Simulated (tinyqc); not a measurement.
Resonant-tunnelling diode, transfer matrices and Tsu-Esaki current: one step of the calculation.

Emitter (band edge 0), barrier d1, well Lw, barrier d2, collector (edge -V). The bias drops linearly over these layers and none in the contacts; each layer is cut into ns equal slices, flat at the value of their centres. E is the energy of motion across the layers, C = hbar^2/(2 m0), psi and psi'/m are continuous. Transport is coherent, T(E) is taken as independent of the transverse momentum, and charge in the well is ignored.

Problem. Slices under bias. U = edge of the layer - V x/Lt at the centre x of each slice, Lt the summed thickness.

Values chosen for this exercise; masses and offsets close to those of GaN wells and AlGaN barriers: mass in the well, spacer and contacts mw = 0.19 m0; barrier height U1 = 0.6 eV; barrier mass m1 = 0.28 m0; emitter barrier d1 = 1.4 nm; well width Lw = 1.8 nm; collector barrier d2 = 1.4 nm; slices in each layer ns = 4; bias of the collector V = 0.098 V.

Give: U; m; width.

Solution.

```
slice    U (eV)  m (m0)  width (nm)
0       0.59627    0.28     0.35000
1       0.58882    0.28     0.35000
2       0.58136    0.28     0.35000
3       0.57390    0.28     0.35000
4      -0.03462    0.19     0.45000
5      -0.04421    0.19     0.45000
6      -0.05379    0.19     0.45000
7      -0.06338    0.19     0.45000
8       0.52810    0.28     0.35000
9       0.52064    0.28     0.35000
10      0.51318    0.28     0.35000
11      0.50573    0.28     0.35000
```

Computed by the program tinyqc: `OMP_NUM_THREADS=1 python tinyqc.py 2600037 2600038 out.jsonl`, one thread of a shared Intel Xeon 2.30GHz, about 0.07 s for the whole run.
